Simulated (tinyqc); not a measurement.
What each parameter does: model-solid line-up of a strained alloy layer on a substrate.

All values of the alloy are linear in x but the gap, Eg(x) = (1 - x) Eg_A + x Eg_B - C x (1 - x), and the valence edge, Ev(x) = (1 - x) Ev_A + x Ev_B + fv C x (1 - x); Ec = Ev + Eg. Ev is the top of the unstrained valence band on a scale common to all materials. In the layer only the Gamma valley of the conduction band is followed, also where an X or L valley would lie lower.

Coherent growth on a (110) face: e_par = (a_s - a)/a, e_perp = -(C11 + 3 C12 - 2 C44)/(C11 + C12 + 2 C44) e_par; exx = eyy = (e_par + e_perp)/2, ezz = e_par, exy = (e_perp - e_par)/2, eyz = ezx = 0.

Strained edges: Ec + ac tr(e); the valence edges are Ev plus the levels of the 6 x 6 matrix of X, Y, Z times spin with -Dso/3 + l exx + m (eyy + ezz) on the diagonal (cyclic), n exy off it, l = av + 2 b, m = av - b, n = sqrt(3) d. Spin-orbit term (Dso/3) L.sigma on X, Y, Z with (L_k)_ij = -i epsilon_kij: <X+|H|Y+> = -i Dso/3, <X+|H|Z-> = Dso/3, <Y+|H|Z-> = -i Dso/3, <Z+|H|X-> = -Dso/3, <Z+|H|Y-> = i Dso/3, <X-|H|Y-> = i Dso/3, and their conjugates; + and - are the spin along z.

dEc = Ec(substrate) - Ec(layer), dEv = Ev(layer) - Ev(substrate); positive values confine the carrier in the layer. Type I: both of one sign; type II: opposite signs; type III: the gaps do not overlap.

Inputs chosen for the exercise (A near GaAs, B near GaP, substrate near GaP; the results hold for these values, not for the real material):
```
symbol  value           unit      meaning
a       (5.648, 5.449)  angstrom  lattice constant of A, B
Eg      (1.501, 2.889)  eV        gap at Gamma to the s-like level of A, B
Dso     (0.342, 0.08)   eV        spin-orbit splitting of A, B
Ev      (-0.79, -1.26)  eV        top of the unstrained valence band of A, B
ac      (-7.17, -8.11)  eV        conduction deformation potential of A, B
av      (1.15, 1.71)    eV        valence hydrostatic potential of A, B
b       (-2.02, -1.62)  eV        tetragonal shear potential of A, B
d       (-4.73, -4.65)  eV        trigonal shear potential of A, B
C11     (121.9, 139.9)  GPa       of A, B
C12     (56.2, 61.8)    GPa       of A, B
C44     (59.8, 69.7)    GPa       of A, B
C       0.188           eV        bowing of the gap
fv      0                         share of the bowing taken by the valence edge
a_s     5.449           angstrom  substrate
Eg_s    2.325           eV        lowest gap of the substrate
Ev_s    -1.26           eV        substrate valence edge
face    110                       growth face
x       0.79                      fraction of B
```

Strained gap, valence splitting and offsets.

One parameter was then changed.

Results before and after:
```
case     gap (eV)  splitting (meV)  dEc (eV)  dEv (eV)
base       2.6411             46.2   -0.4273    0.1113
changed    2.6437             46.2   -0.4273    0.1086
```

Which of these changes was made? (a) C12 = (64.63, 71.07) GPa; (b) x = 0.81; (c) fv = 0.2; (d) C = 0.288 eV; (e) a_s = 5.429 angstrom; (f) Ev_s = -1.21 eV; (g) ac = (-8.246, -9.326) eV; (h) av = (1.322, 1.966) eV.

Answer: (h) av = (1.322, 1.966) eV. Of the candidates, run in turn, only this one gives the changed row.

All candidates:
```
case                      gap (eV)  splitting (meV)  dEc (eV)  dEv (eV)
base                        2.6411             46.2   -0.4273    0.1113
x = 0.81                    2.6644             42.5   -0.4399    0.1005
a_s = 5.429 angstrom        2.6763             60.2   -0.4691    0.1178
C = 0.288 eV                2.6245             46.2   -0.4107    0.1113
fv = 0.2                    2.6411             46.2   -0.4336    0.1175
Ev_s = -1.21 eV             2.6411             46.2   -0.3773    0.0613
av = (1.322, 1.966) eV      2.6437             46.2   -0.4273    0.1086
C12 = (64.63, 71.07) GPa    2.6350             47.6   -0.4234    0.1134
ac = (-8.246, -9.326) eV    2.6541             46.2   -0.4404    0.1113
```

tinyqc: `OMP_NUM_THREADS=1 python tinyqc.py 1081117 1081118 out.jsonl`; about 0.02 s, one thread, shared Intel(R) Xeon(R) Processor @ 2.30GHz.
